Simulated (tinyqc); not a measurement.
Two coupled magnetic layers: synthetic antiferromagnet, spin flop, exchange bias and magnetoresistance. Changing the antiferromagnetic coupling J1. Computed by tinyqc, a small Python program. Command: `OMP_NUM_THREADS=1 python tinyqc.py 3021598 3021599 out.jsonl saf sweep`. One thread of a shared host (Intel(R) Xeon(R) Processor @ 2.30GHz), about 0.3 s of CPU time with the checks.

Moments lie in the plane at the angles p1, p2 from the field. Energy per area: E = J1 cos(p1 - p2) + J2 cos^2(p1 - p2) - B M_s (t1 cos p1 + t2 cos p2) + K (t1 sin^2 p1 + t2 sin^2 p2).

Inputs (values chosen for the exercise, for a model stack):

| quantity | value | unit |
|---|---|---|
| saturation magnetisation M_s | 1360 | kA/m |
| thickness t1 | 3.3 | nm |
| thickness t2 | 3.3 | nm |
| biquadratic coupling J2 | 0.019 | mJ/m^2 |
| in-plane anisotropy K | 12 | kJ/m^3 |
| field over the saturation field | 0.76 | - |

Field direction: along the easy axis.

Method. The parallel state is stable while the Hessian at p1 = p2 = 0 is positive: with c = J1 + 2 J2 and u = B M_s + 2K, (u t1 - c)(u t2 - c) > c^2, so B_sat M_s = c (1/t1 + 1/t2) - 2K. B_K = 2K/M_s. With p1 = 0, p2 = 180 degrees and c2 = J1 - 2 J2 the Hessian is [[c2 + t1 (2K + b), -c2], [-c2, c2 + t2 (2K - b)]], b = B M_s; its determinant vanishes at the positive root of t1 t2 b^2 - c2 (t1 - t2) b - [2K c2 (t1 + t2) + 4 K^2 t1 t2] = 0.

One run for each value:

| antiferromagnetic coupling J1 (mJ/m^2) | saturation field B_sat (mT) | stability limit B_sf of the antiparallel state (mT) |
|---|---|---|
| 0.14 | 61.68 | 33.37 |
| 0.24 | 106.24 | 43.59 |
| 0.41 | 182.00 | 56.89 |
| 0.70 | 311.23 | 74.28 |
| 1.20 | 534.05 | 97.21 |
| 2.00 | 890.55 | 125.46 |

What does the table show, and why?

Over the rows, saturation field B_sat (mT) rises from 61.7 to 891 (exponent d ln y / d ln x about 1.0 throughout); stability limit B_sf of the antiparallel state (mT) rises from 33.4 to 125 (exponent d ln y / d ln x about 0.50 throughout). The exponent of saturation field B_sat stays between 1.00 and 1.01, near 1: coupling rules over anisotropy. The exponent of stability limit B_sf of the antiparallel state stays at 0.50: the geometric mean of coupling and anisotropy.  Left out: 0.0500, 0.0850 (coupling too weak against anisotropy or the biquadratic term).

Extremes, crossings and ranges named in words are read from the listed rows.
